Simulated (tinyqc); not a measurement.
Atomic layer deposition: Langmuir saturation, growth per cycle and coating of deep features: one step, computed by the program tinyqc.

Precursor A sticks only on free sites, so a long enough pulse saturates; co-reactant B then frees the sites again.

Task: Flux and saturation time. Wall flux F = p/sqrt(2 pi M k_B T); rate of filling k_a = beta F/q; desorption k_d = 1e13 exp(-E_d/(k_B T)) per second. 1/m^2 = 1e-18/nm^2. Temperatures in kelvin are T(C) + 273.15.

Inputs (values chosen for the exercise, modelled on hafnium oxide from an amide and water):
```
quantity,value,unit
precursor mass M,411,u
site density q,2.9,1/nm^2
sticking probability beta on free sites,0.0011,-
precursor pressure p,1.3,Pa
temperature T,300,C
desorption energy E_d,2.08,eV
```

Constants: u = 1.6605390666e-27 kg; k_B = 1.380649e-23 J/K; k_B = 8.617333262e-05 eV/K.

Give: flux F; k_a; k_d; time to 99 % without desorption, ln(100)/k_a.

Result:

flux F = 7057 1/(nm^2 s)

k_a = 2.677 1/s

k_d = 5.132e-06 1/s

time to 99 % without desorption, ln(100)/k_a = 1.720 s
